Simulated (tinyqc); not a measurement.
Hole mobility in a silicon inversion layer, empirical terms and Matthiessen rule: two steps of the calculation.

Inversion layer of sheet density Ns on a uniformly doped body. The mobility terms are empirical power laws with prefactors chosen for the exercise; adding their inverses (Matthiessen) is itself an approximation.

Parameters, values chosen for the exercise; material values close to those of silicon:
- T = 273 K (temperature)
- eps_r = 11.7 (relative permittivity of the semiconductor)
- Nb = 2.2e18 cm^-3 (body doping)
- eta = 0.3333 (weight of the inversion charge in the effective field)
- Ap = 133 cm^2/(V s) (phonon-limited mobility at 1 MV/cm and 300 K)
- As = 367 cm^2/(V s) (roughness-limited mobility at 1 MV/cm)
- gs = 1 (exponent of the roughness term)
- Ac = 1100 cm^2/(V s) (Coulomb prefactor)
- Nit = 1.4e11 cm^-2 (charge at the interface)
- Ns = 3.7e12 cm^-2 (inversion density)
- WL = 20 (ratio W/L)
- Vd = 0.02 V (drain voltage)
- I = 15.3 uA (measured linear current)

Constants: q = 1.602176634e-19 C, eps0 = 8.8541878128e-14 F/cm where lengths are in cm. Results are converted to the units shown.

Question 1. Mobility terms and their sum. With t = T/(300 K): muC = Ac (Ns/1e12 cm^-2) t/(Nb/1e17 cm^-3 + Nit/1e11 cm^-2), muP = Ap E^(-1/3) t^(-1.75), muS = As E^(-gs); 1/mu is the sum of the inverses.

E = 1.0149762 MV/cm

Wanted: terms; mu; shares of 1/mu.

Answer 1.

terms (cm^2/(V s)): Coulomb 158.3, phonon 156.1, roughness 361.6
mu = 64.56 cm^2/(V s)
shares of 1/mu (%): Coulomb 40.79, phonon 41.36, roughness 17.85

The phonon term limits most.

Question 2. Inversion density for the measured current. I = (W/L) q Ns mu Vd. E = q (Ndep + eta Ns)/(eps0 eps_r) in MV/cm. Ns(new) = I/((W/L) q mu Vd).

Ns after iteration 1 = 5.1756425e12 cm^-2
Ndep = 5.3294523e12 cm^-2

Find: E; mu; Ns after iteration 2.

Answer 2.

E = 1.091 MV/cm
mu = 71.16 cm^2/(V s)
Ns after iteration 2 = 3.355e12 cm^-2

Computed by the program tinyqc: `OMP_NUM_THREADS=1 python tinyqc.py 2510061 2510062 out.jsonl`, one thread of a shared Intel Xeon 2.30GHz, about 0.01 s for the whole run.
